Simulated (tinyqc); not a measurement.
The decay curve: photoconductance decay in a wafer: bulk and surface recombination modes, and iron detection by pair splitting. Computed by tinyqc, a small Python program. Command: `OMP_NUM_THREADS=1 python tinyqc.py 3113779 3113780 out.jsonl pcd walk`. One thread of a shared host (Intel(R) Xeon(R) Processor @ 2.30GHz), about 0.01 s of CPU time with the checks.

Both faces of the wafer have the same S; injection is low and all coefficients are constant. x runs from -W/2 to W/2.

Inputs (values chosen for the exercise, modelled on p-type silicon):

| quantity | value | unit |
|---|---|---|
| thickness W | 150 | micrometre |
| diffusivity D | 32.7 | cm^2/s |
| bulk lifetime tau_b without iron | 16 | microsecond |
| surface recombination velocity S | 14 | cm/s |
| absorption coefficient alpha | 25 | 1/cm |

Method:
- Even modes cos(a x) obey b tan b = S W/(2 D) with b = a W/2, odd modes sin(a x) obey -b cot b = S W/(2 D); each decays at the rate 1/tau_b + D a^2.
- tau_eff is the decay time of the first mode. The surface time is 1/(D a^2) of that mode; shortcuts for it are W/(2 S), W^2/(pi^2 D) and their sum, whose error is sum/surface time - 1.
- Light from one face makes n(x, 0) proportional to exp(-alpha (x + W/2)). Only even modes carry the thickness average: weight c_n = [sin b/b] int n cos(a x) dx / (int cos^2(a x) dx x mean n), with int exp(-alpha (x + W/2)) cos(a x) dx = [alpha cos b (1 - E) + a sin b (1 + E)]/(alpha^2 + a^2), E = exp(-alpha W), and int cos^2 = W/2 + sin(2 b)/(2 a).
- Mean density = sum_n c_n exp(-t/tau_n) over 60 modes; the local decay time is -1/(d ln n/dt).

W^2/(pi^2 D) = 0.697164 microsecond

tau_eff = 15.5365 microsecond

Decay:

| t / (W^2/(pi^2 D)) | t (microsecond) | mean density/start | local decay time (microsecond) |
|---|---|---|---|
| 0.02 | 0.0139 | 0.99910 | 15.532 |
| 0.05 | 0.0349 | 0.99776 | 15.533 |
| 0.10 | 0.0697 | 0.99552 | 15.534 |
| 0.20 | 0.1394 | 0.99106 | 15.535 |
| 0.50 | 0.3486 | 0.97781 | 15.536 |
| 1.00 | 0.6972 | 0.95612 | 15.536 |
| 2.00 | 1.3943 | 0.91416 | 15.536 |

What follows from these numbers?

The local decay time stays at 15.5 microsecond against tau_eff = 15.5. Higher modes matter little here.
